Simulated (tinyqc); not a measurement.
Full law against its linear and parabolic limits: Deal-Grove kinetics of thermal oxidation of silicon. Computed by tinyqc, a small Python program. Command: `OMP_NUM_THREADS=1 python tinyqc.py 3023624 3023625 out.jsonl oxide walk`. One thread of a shared host (Intel(R) Xeon(R) Processor @ 2.30GHz), about 0.07 s of CPU time with the checks.

Oxidant diffuses through the oxide and reacts at the interface, so that dx/dt = B/(A + 2x) for the oxide thickness x.

Inputs (values chosen for the exercise, close to those used for silicon):
```
quantity,value,unit
prefactor B0,706,um^2/h
activation energy E_B,1.22,eV
prefactor (B/A)0,3.69e+06,um/h
activation energy E_A,1.98,eV
temperature T,825,C
oxidant pressure p,0.5,atm
pressure exponent m of B/A,0.76,-
initial oxide x_i,0.1,um
time t,0.22,h
```

Ambient: dry oxygen. Surface: (100).

Constants: k_B = 8.617333262e-05 eV/K.

Method:
- B = B0 p exp(-E_B/(k_B T)), B/A = (B/A)0 p^m exp(-E_A/(k_B T)), p in atm; A = B/(B/A).
- Temperatures in kelvin are T(C) + 273.15.
- tau = (x_i^2 + A x_i)/B and x = (A/2) [sqrt(1 + 4 B (t + tau)/A^2) - 1], the root of x^2 + A x = B (t + tau).
- Silicon consumed is 0.44 times the oxide grown; the rate is B/(A + 2x).
- Linear limit x = (B/A)(t + tau); parabolic limit x = sqrt(B (t + tau)).

tau = 67.3099 h

length A = 0.498225 um

parabolic constant B = 8.88763e-04 um^2/h

linear constant B/A = 0.00178386 um/h

Thickness (um):
```
t (h),full,linear limit,parabolic limit,2x/A
0.05,0.10006,0.12016,0.24468,0.40168
0.1,0.10013,0.12025,0.24477,0.40194
0.25,0.10032,0.12052,0.24504,0.40270
0.5,0.10064,0.12096,0.24549,0.40398
1,0.10127,0.12186,0.24640,0.40653
2,0.10254,0.12364,0.24819,0.41161
4,0.10505,0.12721,0.25175,0.42172
8,0.11004,0.13434,0.25871,0.44172
16,0.11980,0.14861,0.27211,0.48093
32,0.13860,0.17715,0.29709,0.55637
```

What does the comparison show, and why?

Both limits lie above the full result, since each drops one resistance. The linear law overshoots by 20 % in the first row and 28 % in the last, the parabolic law by 140 % and 110 %. The linear law is the better one in every row, as 2x/A stays below 1.24.
